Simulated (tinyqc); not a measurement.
# Resistance of a source-drain extension with a graded tip, step by step

tinyqc, about 0.04 s, one thread, Intel Xeon 2.30GHz (shared host): `OMP_NUM_THREADS=1 python tinyqc.py 2282249 2282250 out.jsonl` Printed values are rounded.

y runs along the channel, the gate covers y > 0. The doping is N0 for y < y0 and N0 10^(-(y - y0)/la) beyond, uniform over the depth xj. Sheet conductance s(y) = q mu(N) max(N - Nch, 0) xj + (for y > 0) ma Cox Vo, with mu(N) = u0 + (u1 - u0)/(1 + (N/Nr)^au) and Cox = eps0 eox/tox. Current is taken as one-dimensional; depletion of the tip, spreading and the contact are left out. The metallurgical junction lies at yj, where N = Nch.

Inputs (values chosen for the exercise); mobility law close to that of electrons in silicon: relative permittivity of the gate insulator (close to silicon dioxide) eox = 3.9; insulator thickness tox = 1.2 nm; active doping of the extension far from the gate N0 = 1.5e20 cm^-3; lateral abruptness la = 6.6 nm/decade; position under the gate where the fall begins (gate edge at 0) y0 = 3.1 nm; depth of the extension xj = 22 nm; channel doping Nch = 3.2e18 cm^-3; gate overdrive Vo = 0.6 V; mobility of the gate-induced layer ma = 150 cm^2/(V s); mobility at low doping u1 = 1414 cm^2/(V s); mobility at high doping u0 = 68.5 cm^2/(V s); reference doping Nr = 9.2e16 cm^-3; exponent au = 0.711; gate length Lg = 45 nm.

Constants: q = 1.602176634e-19 C, eps0 = 8.8541878128e-14 F/cm where lengths are in cm. Results are converted to the units shown.

## Sheet resistances and junction position

yj = y0 + la log10(N0/Nch); sheet resistance of the full extension 1/[q mu(N0)(N0 - Nch) xj] and of the gate-induced layer 1/(ma Cox Vo); metallurgical length Lg - 2 yj; ye is where the doped and the gate-induced conductances are equal.

yj = 14.12821 nm
sheet resistance of the extension = 256.1045 ohm/square
sheet resistance of the induced layer = 3861.228 ohm/square
metallurgical length = 16.74358 nm
ye = 11.00658 nm
N at ye = 9.508785e18 cm^-3

The gate takes over 3.12 nm before the junction, where N is still 2.97 times the channel doping.

## Resistance of the overlapped part

Midpoint rule on 9 equal steps from 0 to yj: R_ov = sum h/s(y), per width.

```
point     y (nm)    N (cm^-3)  doped conductance (uS)  sheet resistance (ohm/square)
0      0.7849007       1.5e20                3904.656                       240.1744
1       2.354702       1.5e20                3904.656                       240.1744
2       3.924503  1.125036e20                2967.786                       309.9073
3       5.494305  6.506056e19                1767.354                       493.5008
4       7.064106  3.762436e19                1055.032                       761.0254
5       8.633908  2.175807e19                625.0644                       1131.159
6       10.20371  1.258264e19                357.3689                       1622.445
7       11.77351  7.276508e18                181.1701                       2271.927
8       13.34331  4.207986e18                53.93486                       3195.706
```

R_ov = 16.116 ohm um

The exact integral is 16.207 ohm um; the coarse sum is 0.56 % below it.
